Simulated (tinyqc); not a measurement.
# Floating body of a partially depleted SOI transistor: body voltage and kink: effects of single changes

Source at 0 V. Channel current Ic = 2 nf K Vt^2 [F(0) - F(Vd)](1 + la Vd), F(V) = ln^2(1 + exp((Vg - VT - nf V)/(2 nf Vt))), VT = VT0 - gb Vb. Saturation voltage Vs = 2 Vt sqrt(F(0)) + 3 Vt, excess Ve = (Vd - Vs + sqrt((Vd - Vs)^2 + 0.0004 V^2))/2, multiplication M1 = Ai Ve exp(-Bl/Ve). Each junction passes D(v) = J1 (exp(v/Vt) - 1) + J2 (exp(v/(2 Vt)) - 1). Bipolar current Ib = bb J1 (exp(Vb/Vt) - 1). The body settles where M1 (Ic + Ib) = D(Vb) + D(Vb - Vd) + Vb/Rb; drain current Id = (1 + M1)(Ic + Ib) - D(Vb - Vd).

Values chosen for this exercise; values of the order met in partially depleted silicon-on-insulator transistors:
```
symbol    value         unit                                                                                            meaning
T           300            K                                                                                        temperature
VT0        0.48            V                                                                     threshold at zero body voltage
gb         0.15                                                                  fall of the threshold per volt of body voltage
nf         1.15                                                                                                    slope factor
K           450  uA/(V^2 um)                                                                              gain factor per width
la         0.08          1/V                                                                   channel-length modulation factor
Ai         3.71          1/V                                                                        impact-ionisation prefactor
Bl          6.9            V                                                                          impact-ionisation voltage
J1      3.1e-12        uA/um                                                      diffusion saturation current of each junction
J2       4.3e-8        uA/um                                                  recombination saturation current of each junction
bb            1                                                 gain of the lateral bipolar transistor on the diffusion current
Rb         1000      kohm um  resistance of a weak body tie to the source (1e9 stands for no tie, and the term is then dropped)
Vg         0.69            V                                                                                       gate voltage
Vd          1.8            V                                                                                      drain voltage
```

Constants: q = 1.602176634e-19 C, kB = 1.380649e-23 J/K, Vt = kB T/q. Results are converted to the units shown.

Each table varies one quantity; the others keep the values above.

## Output curve and kink

Rows with more than one solution for Vb (latch) are left out; dId/dVd by a forward difference over 1e-4 V, swing = 1e-4 V over the change of log10 Id; M1 under 1e-12 is printed as 0.

Output curve and kink:
```
Vd (V),Vb (V),M1,"Id, floating (uA/um)","Id, grounded (uA/um)",ratio,"dId/dVd, floating (uS/um)","dId/dVd, grounded (uS/um)"
0.8,5.086e-5,5.446e-6,9.332,9.331,1.000,0.7197,0.7029
1,0.002269,2.388e-4,9.503,9.474,1.003,1.153,0.7336
1.2,0.02156,0.002178,9.921,9.633,1.030,3.547,0.8941
1.4,0.1014,0.009085,11.27,9.848,1.144,11.38,1.304
1.6,0.3550,0.02309,15.73,10.18,1.546,40.12,2.025
1.8,0.6576,0.04685,22.73,10.68,2.129,16.16,3.049
2,0.6957,0.09316,26.21,11.41,2.297,20.28,4.330
2.2,0.7183,0.1630,31.27,12.42,2.517,31.47,5.809
```

Vb rises from 5.09e-5 to 0.718 V and the ratio of the currents rises from 1.00 to 2.52. The output conductance with a floating body exceeds the grounded value by the largest factor among the rows, 19.8, at Vd = 1.6 V, where Vb = 0.355 V and M1 = 0.0231.

## Transfer curve and swing

Same model as above.

Transfer curve and swing:
```
Vg (V),Vb (V),M1,"Id, floating (uA/um)","Id, grounded (uA/um)",ratio,"swing, floating (mV/decade)","swing, grounded (mV/decade)"
0.03,6.757e-8,0.1164,2.787e-7,2.787e-7,1.000,80.95,80.95
0.13,7.509e-7,0.1163,6.837e-6,6.837e-6,1.000,68.98,68.99
0.23,2.022e-5,0.1161,1.940e-4,1.940e-4,1.000,68.98,68.99
0.33,5.437e-4,0.1150,0.005270,0.005257,1.003,70.99,71.18
0.43,0.01177,0.1101,0.1187,0.1130,1.051,78.08,81.69
0.53,0.1654,0.09188,1.966,1.249,1.574,83.36,118.6
0.63,0.6355,0.05770,14.51,5.758,2.521,264.0,195.4
0.73,0.6644,0.04058,28.97,14.89,1.946,407.1,299.7
0.83,0.6711,0.02763,47.32,28.56,1.657,536.6,414.5
```

What does the comparison show?

Vb rises from 6.76e-8 to 0.671 V. The smallest swing among the rows is 69.0 mV a decade with a floating body (at Vg = 0.23 V) and 69.0 with a grounded one; Vt ln 10 = 59.5. The floating swing is smaller by more than 3 % for Vg = 0.43, 0.53 V, where the rising Vb lowers the threshold as Vg rises. In the first row the floating body raises the current by a factor of 1.00.

Range of the model: The multiplication law is an empirical form chosen for the exercise; self-heating and capacitive coupling to the body are left out, and the linear laws are rough once Vb passes about 0.7 V or M1 about 0.1.

tinyqc, about 0.2 s, one thread, Intel Xeon 2.30GHz (shared host): `OMP_NUM_THREADS=1 python tinyqc.py 2182211 2182212 out.jsonl`
